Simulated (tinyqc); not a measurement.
# Admittance spectroscopy of a deep trap: admittance against frequency

Schottky contact on an n-type layer with shallow donors Nd (all ionised) and a donor-like deep trap, neutral when filled and positive when empty; depletion approximation. Traps within lam of the depletion edge stay filled. The traps at xt = W - lam, where the level crosses the Fermi level, follow a slow signal and not a fast one. w = 2 pi f.

Emission rate en = sn vth(T) Nc(T) exp(-Et/kB T) = sn g T^2 exp(-Et/kB T), g = vth Nc/(300 K)^2, as vth goes as T^0.5 and Nc as T^1.5 (degeneracy factor 1). lam = sqrt(2 eps0 eps_r (EF - ET)/(q Nd)), EF - ET = Et - (kB T/q) ln(Nc(T)/Nd), Nc(T) = Nc (T/300 K)^1.5. In the steady state at the band bending V, 2 eps0 eps_r V/q = Nd W^2 + Nt (W - lam)^2 (the second term only if W > lam). V = Vbi + Vr. C_HF = eps0 eps_r/W, C_LF = eps0 eps_r (Nd + Nt)/(Nd W + Nt xt). Inflection frequency w0 = 2 en [1 + Nt xt/(Nd W)]; C = C_HF + (C_LF - C_HF)/(1 + (w/w0)^2), G/w = (C_LF - C_HF)(w/w0)/(1 + (w/w0)^2).

Inputs (values chosen for the exercise); material values close to those of silicon:
- eps_r = 11.6 (relative permittivity)
- Nc = 2.8e19 cm^-3 (conduction-band density of states at 300 K)
- vth = 2.4e7 cm/s (thermal velocity at 300 K)
- Nd = 4e16 cm^-3 (shallow donor density)
- Vbi = 0.59 V (built-in voltage)
- Et = 0.3 eV (depth of the trap below the conduction edge)
- sn = 5.4e-16 cm^2 (capture cross-section)
- Nt = 3.4e15 cm^-3 (trap density)
- Vr = 0 V (reverse bias)
- T = 224 K (temperature)

Constants: q = 1.602176634e-19 C, kB = 1.380649e-23 J/K, eps0 = 8.8541878128e-14 F/cm where lengths are in cm. Results are converted to the units shown.

Result of one run:
```
f (Hz)  C (nF/cm^2)  G/w (nF/cm^2)
540           78.75         0.1566
```

What becomes of these results when the signal frequency f is changed from 540 to 4000 Hz, all else the same?

Result of the changed run:
```
f (Hz)  C (nF/cm^2)  G/w (nF/cm^2)
4000          78.40          1.044
```

The whole series:
```
f (Hz)  C (nF/cm^2)  G/w (nF/cm^2)
540           78.75         0.1566
1100          78.73         0.3170
2100          78.65         0.5918
4000          78.40          1.044
7800          77.71          1.585
15000         76.63          1.682
30000         75.77          1.183
58000         75.44         0.6796
1.1e5         75.34         0.3691
2.2e5         75.31         0.1861
4.3e5         75.30        0.09544
```

C falls from 78.7 to 75.3 nF/cm^2, between C_LF = 78.8 and C_HF = 75.3, and G/w goes from 0.157 through a maximum of 1.68 (at f = 15000 Hz among the rows listed) to 0.0954 nF/cm^2. The exact peak is half of the step, 1.73 nF/cm^2, at 11900 Hz.

Numbers from tinyqc (`OMP_NUM_THREADS=1 python tinyqc.py 2050101 2050102 out.jsonl`; about 0.01 s on one thread of a shared Intel Xeon 2.30GHz).
